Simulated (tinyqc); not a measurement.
# Permittivity of the insulator from five potentials

Problem. A node lies on a semiconductor-insulator interface. Steps: hs = tb/2 down into the semiconductor, ho = tox/2 up into the insulator, hy = L/5 sideways. The flux balance of its box reads eox (hy/ho)(above - node) + eps_r (hy/hs)(below - node) + [(eps_r hs + eox ho)/(2 hy)](left + right - 2 node) - q Na (hs/2) hy/eps0 = 0. Find eox.

Inputs (values chosen for the exercise); semiconductor permittivity close to that of silicon: relative permittivity of the semiconductor eps_r = 11.7; body thickness tb = 5 nm; insulator thickness tox = 3.9 nm; channel length L = 18 nm; acceptor density of the depleted body Na = 0 cm^-3.

Constants: q = 1.602176634e-19 C, eps0 = 8.8541878128e-14 F/cm where lengths are in cm. Results are converted to the units shown.

psi (V): node 0.21110984, above 0.12324853, below 0.33211474, left 0.16642280, right 0.40846189

Solution. The balance is linear in eox.

eox = 22.00

Numbers from tinyqc (`OMP_NUM_THREADS=1 python tinyqc.py 2480164 2480165 out.jsonl`; about 0.1 s on one thread of a shared Intel Xeon 2.30GHz).
